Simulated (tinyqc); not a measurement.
Classical Heisenberg spin chain: exact results, Metropolis, heat-bath and over-relaxation steps, and a Monte Carlo run: one step, computed by the program tinyqc. Command: `OMP_NUM_THREADS=1 python tinyqc.py 3130293 3130294 out.jsonl heismc walk`. One thread of a shared host (Intel(R) Xeon(R) Processor @ 2.30GHz), about 0.2 s of CPU time with the checks.

E = -J sum_i s_i . s_(i+1) for unit vectors s_i on an open chain; K = J/(k_B T).

Question. Four single-spin steps. The given spins are first normalised. Spins 2 and 3 are updated in turn, with h = K (sum of the two neighbours). Trial spin with z = 2 r1 - 1 and azimuth 2 pi r2; it is accepted if r3 < min(1, exp(h . s_trial - h . s_old)).

Inputs (values chosen for the exercise, for a model chain of large moments): temperature T = 473 K.

Update: Metropolis.

four neighbouring spins (rows; components x, y, z):
```
[[-0.6243, -0.4675, -0.6258],
 [-0.0572, -0.9587, 0.2786],
 [-0.1920, -0.1022, -0.9761],
 [0.1321, 0.2221, 0.9660]]
```

random numbers, one row a step:
```
[[0.8292, 0.4360, 0.7147],
 [0.3346, 0.5425, 0.5927],
 [0.4570, 0.6216, 0.4427],
 [0.6896, 0.1313, 0.9484]]
```

K = -0.6624144

Give: the table «Steps» with the columns |h|, h . s before, h . s trial, acceptance, accepted, x, y, z.

Answer.

Steps:
```
spin    |h|  h . s before  h . s trial  acceptance  accepted        x        y        z
2     1.249        -0.097       0.4353       1.000       yes  -0.6926   0.2946   0.6584
3     1.189         1.014       0.1032       0.402        no  -0.1920  -0.1022  -0.9761
2     1.249         0.435      -0.7404       0.309        no  -0.6926   0.2946   0.6584
3     1.189         1.014      -0.4075       0.241        no  -0.1920  -0.1022  -0.9761
```
